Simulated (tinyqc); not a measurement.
Inside a calculation. Model: free and trapped electrons in a MOS channel with a dense trap tail.

Numbers from tinyqc (`OMP_NUM_THREADS=1 python tinyqc.py 2222044 2222045 out.jsonl`; about 0.02 s on one thread of a shared Intel Xeon 2.30GHz). Printed values are rounded.

p-type body, charge-sheet picture, full ionisation (an idealisation for deep acceptors), Boltzmann statistics for free electrons. e = Ec - EF at the surface. Acceptor-like traps of density D(E) = D0 + De exp(-E/Ew) at depth E below Ec, from 0 to Eu, hold n_t = integral of D(E)/(1 + exp((e - E)/Vt)). psi = Eg - Vt ln(Nv/Na) - e; N_dep = sqrt(2 eps0 eps_r Na (psi - Vt)/q); n_f = sqrt(N_dep^2 + 2 eps0 eps_r Vt Nc exp(-e/Vt)/q) - N_dep; Vg = Vfb + psi + q (N_dep + n_t + n_f)/Cox, Cox = eps0 eox/tox.

Parameters, values chosen for the exercise; band and dielectric values close to those of 4H silicon carbide:
- T = 300 K (temperature)
- Eg = 3.21 eV (band gap)
- eps_r = 9.7 (relative permittivity)
- Nc = 1.72e19 cm^-3 (conduction-band density of states at T)
- Nv = 2.48e19 cm^-3 (valence-band density of states at T)
- eox = 3.9 (relative permittivity of the insulator)
- tox = 35 nm (insulator thickness)
- Na = 9.2e15 cm^-3 (acceptor density)
- Vfb = -2.82 V (flat-band voltage without trapped charge)
- D0 = 2.3e11 cm^-2 eV^-1 (constant background density of acceptor-like traps)
- De = 8e12 cm^-2 eV^-1 (density of the tail at the conduction edge)
- Ew = 0.06 eV (decay energy of the tail)
- Eu = 0.66 eV (depth below Ec down to which the traps reach)
- mf = 220 cm^2/(V s) (mobility of free electrons)
- e = 0.144 eV (Ec - EF at the surface)

Constants: q = 1.602176634e-19 C, kB = 1.380649e-23 J/K, Vt = kB T/q, eps0 = 8.8541878128e-14 F/cm where lengths are in cm. Results are converted to the units shown.

## Trapped charge

Trapezoid rule on 15 equal steps from 0 to Eu, f = 1/(1 + exp((e - E)/Vt)).

```
point  E (eV)  D(E) f (cm^-2 eV^-1)
0           0            3.12360e10
1       0.044            8.33580e10
2       0.088            2.13427e11
3       0.132            4.30934e11
4       0.176            5.08330e11
5        0.22            4.12672e11
6       0.264            3.25085e11
7       0.308            2.76689e11
8       0.352            2.52577e11
9       0.396            2.40869e11
10       0.44            2.35225e11
11      0.484            2.32510e11
12      0.528            2.31206e11
13      0.572            2.30579e11
14      0.616            2.30278e11
15       0.66            2.30134e11
```

n_t = 1.77515e11 cm^-2

With 1600 steps n_t = 1.776e11 cm^-2; the coarse value is 0.063 % below it.

## Charges and gate voltage

psi, N_dep, n_f and Vg as defined, with the n_t given; free share n_f/(n_f + n_t); apparent mobility mf n_f/(n_f + n_t); gate voltage spent on traps q n_t/Cox.

psi = 2.86178 V
N_dep = 5.28886e11 cm^-2
n_f = 1.69003e10 cm^-2
Vg = 1.21637 V
free share = 8.69288 %
apparent mobility = 19.1243 cm^2/(V s)
gate voltage spent on traps = 0.288270 V
